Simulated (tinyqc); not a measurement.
One electron in a tunnel-coupled double dot: charge qubit, sensing and quantum capacitance: one step of the calculation.

Basis (left, right), H = [[ep/2, tc], [tc, -ep/2]], splitting Om = sqrt(ep^2 + 4 tc^2), ep = al times the gate voltage. In equilibrium the electron is on the right with the chance P_R = [1 + (ep/Om) tanh(Om/2 kB T)]/2.

Problem. Capacitance seen by a resonator. q^2 al^2 dP_R/d(ep) splits into Cq = q^2 al^2 (2 tc^2/Om^3) tanh(Om/2 kB T) and Ct = q^2 al^2 (ep/Om)^2/(4 kB T cosh^2(Om/2 kB T)); Ct appears only if relaxation is faster than the drive. A resonator of frequency f0, capacitance Cp and quality factor Q shifts by df = -f0 Cq/(2 Cp) and its phase by -2 Q Cq/Cp.

Parameters, values chosen for the exercise:
```
symbol  value  unit                                 meaning
tc         11   ueV                         tunnel coupling
T       0.036     K                    electron temperature
al       0.54  eV/V   lever arm of the gate on the detuning
Cp       0.97    pF  parasitic capacitance of the resonator
f0        183   MHz                     resonator frequency
Q          58                         loaded quality factor
ep         19   ueV                                detuning
```

Constants: q = 1.602176634e-19 C, kB = 1.380649e-23 J/K, Vt = kB T/q. Results are converted to the units shown.

Find: Cq; Ct; df; phase shift.

Solution.

Cq = 460.2 aF
Ct = 0.5482 aF
df = -43.41 kHz
phase shift = -3153 millidegree

Numbers from tinyqc (`OMP_NUM_THREADS=1 python tinyqc.py 2470134 2470135 out.jsonl`; about 0.01 s on one thread of a shared Intel Xeon 2.30GHz).
